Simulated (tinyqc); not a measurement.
Heterojunction of two tight-binding chains: sweeps and comparisons. A value that a table varies takes the place of the one given here.

Left chain: hopping -t1, sites at 2 t1 (band bottom 0). Right chain: hopping -t2, sites at dE + 2 t2 (bottom dE). t = c/(m a^2), c = hbar^2/2m0. The bond across the interface is -tc with tc = f sqrt(t1 t2), and the last left site has the extra energy U. In a chain E = bottom + 2t (1 - cos(ka)); the surface Green function of a half chain is g = -exp(ika)/t, with Im k > 0 where cos(ka) > 1.

Constants: hbar^2/2m0 = 3.80998211 eV angstrom^2.

Inputs chosen for the exercise (masses and offset of the size met at InGaAs / InAlAs; the results hold for these values, not for the real material):
```
symbol  value  unit      meaning
a       5      angstrom  site spacing
m1      0.041  m0        mass on the left
m2      0.076  m0        mass on the right
dE      0.6    eV        band offset
f       1                factor on the interface hopping
U       0      eV        extra energy on the last left site
E       0.683  eV        electron energy
```

## Transmission against energy, and which matching rule a chain obeys

Chain A is the junction as given; chain B has tc = sqrt(t1 t2) and U = 0; chain C has tc = t2 and U = t2 - t1, the finite-difference form of -d/dx (c/m) d/dx. Continuum formulas T = 4 x y/(x + y)^2 with parabolic k: x, y = k/m on each side (BenDaniel-Duke) or x, y = k (slope continuous).

T:
```
E - dE (eV)  E (eV)  chain A  chain B  chain C  k/m matched  k matched
0.002         0.602   0.2652   0.2652   0.1529       0.1559     0.2699
0.005         0.605   0.3858   0.3858   0.2305       0.2347     0.3920
0.010         0.610   0.4984   0.4984   0.3090       0.3143     0.5056
0.020         0.620   0.6238   0.6238   0.4054       0.4118     0.6315
0.050         0.650   0.7889   0.7889   0.5547       0.5624     0.7959
0.100         0.700   0.8921   0.8921   0.6723       0.6803     0.8973
0.200         0.800   0.9611   0.9611   0.7781       0.7858     0.9639
0.400         1.000   0.9937   0.9937   0.8589       0.8663     0.9944
```

Chain C follows the k/m rule within 0.0080 and chain B the plain k rule within 0.0077, while the two rules differ by up to 0.2335: in B the self-energy of the right side is -t1 exp(i k2 a), so only k2 enters, and in C it is -t2 exp(i k2 a), which carries 1/m2. Chain A is chain B here.

## When the interface binds a state

A state below both bands solves E - 2 t1 - U - S1(E) - S2(E) = 0 for E < 0, with S1 = -t1 z1, S2 = -(tc^2/t2) z2 and |z| < 1 the decaying root of z + 1/z = 2 - (E - bottom)/t. Decay lengths -a/ln|z|. The threshold is the U that solves the equation at E = 0. A dash: no bound state.

Interface state:
```
U (eV)   E (eV)  decay left (angstrom)  decay right (angstrom)
-0.47         -                      -                       -
-0.93         -                      -                       -
-1.40         -                      -                       -
-1.71   -0.0060                  124.4                     9.2
-2.02   -0.0441                   45.9                     8.9
-2.48   -0.1429                   25.5                     8.3
-3.10   -0.3311                   16.8                     7.5
-4.66   -1.0076                    9.7                     5.8
```

threshold U = -1.5518 eV

The step pushes the state out, so an attraction must exceed 1.5518 eV to bind; 5 of the 8 rows are bound. At U = -4.66 eV the state decays over 9.7 angstrom to the left and 5.8 to the right, where the band lies higher.

## What each parameter does

T = 4 Im(S1) Im(S2) |G|^2 with G = 1/(E - 2 t1 - U - S1 - S2), S1 = -t1 exp(i k1 a), S2 = -(tc^2/t2) exp(i k2 a). Each row changes one parameter from the base and keeps the others.

Results:
```
case                 T    k1 a    k2 a
base            0.8673  0.4320  0.2038
m1 = 0.0492 m0  0.8359  0.4740  0.2038
m2 = 0.0912 m0  0.8953  0.4320  0.2233
dE = 0.55 eV    0.9342  0.4320  0.2583
f = 0.9         0.7785  0.4320  0.2038
U = 0.2 eV      0.8780  0.4320  0.2038
a = 4 angstrom  0.8694  0.3446  0.1629
```

The largest shifts from the base row, up to three for each result and ties (the steps differ in size, so this ranks the rows, not the parameters). T: f -0.0888, dE +0.0669, m1 -0.0315. k1 a: a -0.0874, m1 +0.0420; unchanged at the printed digits by m2, dE, f and U. k2 a: dE +0.0545, a -0.0409, m2 +0.0195; unchanged at the printed digits by m1, f and U.

Program tinyqc; command `OMP_NUM_THREADS=1 python tinyqc.py 1450515 1450516 out.jsonl`; about 0.01 s on one thread of a shared Intel(R) Xeon(R) Processor @ 2.30GHz.
